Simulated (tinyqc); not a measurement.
Reduced Fermi level from a carrier density: charge neutrality of a doped semiconductor with incomplete ionisation. Computed by tinyqc, a small Python program. Command: `OMP_NUM_THREADS=1 python tinyqc.py 3025803 3025804 out.jsonl dopant walk`. One thread of a shared host (Intel(R) Xeon(R) Processor @ 2.30GHz), about 0.02 s of CPU time with the checks.

Energies are counted from the top of the valence band; E_D is measured down from the conduction band and E_A up from the valence band.

Inputs (values chosen for the exercise, modelled on 4H-SiC):
```
quantity             value  unit
gap at 0 K E_g0       3.32    eV
Varshni alpha      0.00034  eV/K
Varshni beta           691     K
electron mass m_e    0.397   m_0
valleys M_c              3     -
hole mass m_h         2.07   m_0
temperature T          600     K
```

Doping: p-type. Statistics of the bands: Boltzmann.

ratios u of density to N: 0.0062  0.026  0.11  0.46  2  8.2  35

Constants: m_0 = 9.1093837015e-31 kg; k_B = 1.380649e-23 J/K; h = 6.62607015e-34 J s; k_B = 8.617333262e-05 eV/K.

Method:
- E_g = E_g0 - alpha T^2/(T + beta).
- N_c = 2 M_c (2 pi m_e k_B T/h^2)^(3/2) and N_v = 2 (2 pi m_h k_B T/h^2)^(3/2), masses in units of m_0.
- n_i = sqrt(N_c N_v) exp(-E_g/(2 k_B T)); E_i = E_g/2 + (k_B T/2) ln(N_v/N_c).
- F_1/2(eta) = (2/sqrt(pi)) int_0^infinity sqrt(x)/(1 + exp(x - eta)) dx, by the trapezoid rule in t = sqrt(x) with step 0.02 up to t = 12 (for eta < -12 by exp(eta) - exp(2 eta)/2^(3/2)).
- For u = density/N of the majority band, eta solves F_1/2(eta) = u (bisection). Boltzmann: ln u. Joyce-Dixon: ln u + u/sqrt(8) - 4.95009e-3 u^2 + 1.48386e-4 u^3 - 4.42563e-6 u^4. Degenerate limit: (3 sqrt(pi) u/4)^(2/3). The last column is (eta - ln u) k_B T.

N_v = 2.11384e+20 cm^-3

k_B T = 0.0517040 eV

Eta by four rules:
```
u       density (cm^-3)   exact  Boltzmann  Joyce-Dixon  degenerate  Boltzmann error (meV)
0.0062       1.3106e+18  -5.081    -5.0832      -5.0810  4.0802e-02             1.1333e-01
0.026        5.4960e+18  -3.640    -3.6497      -3.6405  1.0611e-01             4.7511e-01
0.11         2.3252e+19  -2.168    -2.2073      -2.1684  2.7756e-01             2.0077e+00
0.46         9.7237e+19  -0.615    -0.7765      -0.6149  7.2044e-01             8.3554e+00
2            4.2277e+20   1.382     0.6931       1.3816  1.9192e+00             3.5594e+01
8.2          1.7334e+21   4.736     2.1041       4.7322  4.9162e+00             1.3606e+02
35           7.3984e+21  12.872     3.5553       9.5867  1.2936e+01             4.8170e+02
```

What does the comparison show, and why?

Boltzmann statistics place E_F within 1 meV of the exact value up to u = 0.0260 of those listed and miss by 482 meV at u = 35. Joyce-Dixon stays within 0.01 in eta up to u = 8.20; the degenerate limit is still 0.50 % high at the last u. Past u of about 10 the Joyce-Dixon series fails. A parabolic band is assumed throughout.
